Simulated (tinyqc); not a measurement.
Inductance and parasitic capacitance from two readings.

Problem. A loss-free coil L in parallel with C shows the apparent inductance L/(1 - w^2 L C), w = 2 pi f. Find L, C and the self-resonance 1/(2 pi sqrt(L C)).

apparent inductance at 6.3 and 12 GHz (nH): [3.8344683, 8.0064975]

Answer. The inverse of the reading is 1/L - w^2 C, a straight line in w^2.

L = 3.20 nH
C = 33.0 fF
self-resonance = 15.5 GHz

Numbers from tinyqc (`OMP_NUM_THREADS=1 python tinyqc.py 2302143 2302144 out.jsonl`; about 0.01 s on one thread of a shared Intel Xeon 2.30GHz).
